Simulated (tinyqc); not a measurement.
From a target to a composition: model-solid line-up of a strained alloy layer on a substrate.

Problem. A layer of the alloy is strained to the substrate, and its gap (Ec minus the top valence edge) is given. Find x between 0.09 and 0.89, where the gap is monotonic.

All values of the alloy are linear in x but the gap, Eg(x) = (1 - x) Eg_A + x Eg_B - C x (1 - x), and the valence edge, Ev(x) = (1 - x) Ev_A + x Ev_B + fv C x (1 - x); Ec = Ev + Eg. Ev is the top of the unstrained valence band on a scale common to all materials. In the layer only the Gamma valley of the conduction band is followed, also where an X or L valley would lie lower.

Coherent growth on a (001) face: e_par = (a_s - a)/a, e_perp = -2 (C12/C11) e_par; exx = eyy = e_par, ezz = e_perp, no shear.

Strained edges: Ec + ac tr(e); the valence edges are Ev plus the levels of the 6 x 6 matrix of X, Y, Z times spin with -Dso/3 + l exx + m (eyy + ezz) on the diagonal (cyclic), n exy off it, l = av + 2 b, m = av - b, n = sqrt(3) d. Spin-orbit term (Dso/3) L.sigma on X, Y, Z with (L_k)_ij = -i epsilon_kij: <X+|H|Y+> = -i Dso/3, <X+|H|Z-> = Dso/3, <Y+|H|Z-> = -i Dso/3, <Z+|H|X-> = -Dso/3, <Z+|H|Y-> = i Dso/3, <X-|H|Y-> = i Dso/3, and their conjugates; + and - are the spin along z.

Inputs chosen for the exercise (A near GaP, B near InP, substrate near Ge; the results hold for these values, not for the real material): a = (5.449, 5.868) angstrom (lattice constant of A, B); Eg = (2.849, 1.438) eV (gap at Gamma to the s-like level of A, B); Dso = (0.079, 0.108) eV (spin-orbit splitting of A, B); Ev = (-1.29, -0.94) eV (top of the unstrained valence band of A, B); ac = (-8.31, -5.93) eV (conduction deformation potential of A, B); av = (1.7, 0.6) eV (valence hydrostatic potential of A, B); b = (-1.61, -1.98) eV (tetragonal shear potential of A, B); d = (-4.61, -4.99) eV (trigonal shear potential of A, B); C11 = (141, 102.3) GPa (of A, B); C12 = (61.1, 55.8) GPa (of A, B); C44 = (69.8, 45.5) GPa (of A, B); C = 0.661 eV (bowing of the gap); fv = 0.3 (share of the bowing taken by the valence edge); a_s = 5.65 angstrom (substrate); face = 001 (growth face).

strained gap = 1.715121 eV

Find: x; e_par; gap of the relaxed alloy.

Solution. Bisect on x; the strained gap is 2.1835 eV at x = 0.09 and 1.6029 eV at x = 0.89.

x = 0.770
e_par = -2.107 %
gap of the relaxed alloy = 1.645 eV

Run: tinyqc, `OMP_NUM_THREADS=1 python tinyqc.py 1081386 1081387 out.jsonl`; Intel(R) Xeon(R) Processor @ 2.30GHz, one thread, shared host; about 0.02 s of CPU time with all checks.
